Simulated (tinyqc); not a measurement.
## Undoped symmetric double-gate MOSFET, analytic potential model: effect of the temperature

An undoped body of thickness ts between two equal insulators and tied gates; long channel, electrons only, n = ni exp((psi - V)/Vt) with V the quasi-Fermi potential (0 at the source, Vd at the drain), constant mobility, no quantisation. Across the body psi(x) = V - 2 Vt ln[(ts/(2 beta)) sqrt(q ni/(2 eps0 eps_r Vt)) cos(2 beta x/ts)], x from the centre. Q is the electron charge per area of the whole body.

Nc and Nv are given at 300 K and scale as (T/300 K)^1.5; Eg and mu are held fixed. ni = sqrt(Nc Nv) exp(-Eg/(2 Vt)), Eg in volts; r = eps_r tox/(eox ts); V0 = dphi + 2 Vt ln[(2/ts) sqrt(2 eps0 eps_r Vt/(q ni))]. beta (between 0 and pi/2) solves (Vg - V0 - V)/(2 Vt) = ln(beta) - ln(cos beta) + 2 r beta tan(beta). Q = 8 eps0 eps_r Vt beta tan(beta)/ts; I = mu (1/L)(4 eps0 eps_r/ts)(2 Vt)^2 [g(beta_s) - g(beta_d)] per width, g = beta tan(beta) - beta^2/2 + r beta^2 tan^2(beta), with beta_s at V = 0 and beta_d at V = Vd.  I(low) is taken at Vg = 0.14 V, Qs and I(high) at Vg = 0.89 V.

Parameters, values chosen for the exercise; material values close to those of silicon:
- Eg = 1.11 eV (band gap)
- eps_r = 11.6 (relative permittivity of the semiconductor)
- Nc = 2.8e19 cm^-3 (conduction-band density of states at the reference temperature)
- Nv = 2.61e19 cm^-3 (valence-band density of states at the reference temperature)
- eox = 22.8 (relative permittivity of the gate insulator)
- tox = 10 nm (insulator thickness)
- ts = 8 nm (body thickness)
- dphi = -0.1 V (gate work function less that of the intrinsic body)
- mu = 190 cm^2/(V s) (channel mobility)
- L = 2 um (gate length)
- Vd = 0.05 V (drain voltage)

Constants: q = 1.602176634e-19 C, kB = 1.380649e-23 J/K, Vt = kB T/q, eps0 = 8.8541878128e-14 F/cm where lengths are in cm. Results are converted to the units shown.

Results:
```
T (K),V0 (V),I(low) (nA/um),Qs(high) (nC/cm^2),I(high) (uA/um)
220,0.40924,2.2125e-4,1615.0,7.2340
250,0.40162,0.0021725,1622.2,7.2727
280,0.39385,0.013391,1631.9,7.3230
340,0.37790,0.20388,1657.2,7.4515
370,0.36975,0.58192,1672.4,7.5271
400,0.36150,1.4323,1688.9,7.6091
430,0.35315,3.1309,1706.6,7.6966
```

Estimate the missing row, T = 310 K.

Computed row:
```
T (K),V0 (V),I(low) (nA/um),Qs(high) (nC/cm^2),I(high) (uA/um)
310,0.38594,0.059131,1643.6,7.3831
```

With this row back in the table: As T goes from 220 to 430 K, I(low) rises from 2.21e-4 to 3.13 nA/um and I(high) rises from 7.23 to 7.70 uA/um. V0 falls from 0.409 to 0.353 V. In every row the surface density at the source at the higher gate voltage passes 0.3 Nc, where Boltzmann statistics fail. In every row the mobility is held fixed, though a real one changes with T.

Computed by the program tinyqc: `OMP_NUM_THREADS=1 python tinyqc.py 2440099 2440100 out.jsonl`, one thread of a shared Intel Xeon 2.30GHz, about 0.02 s for the whole run.
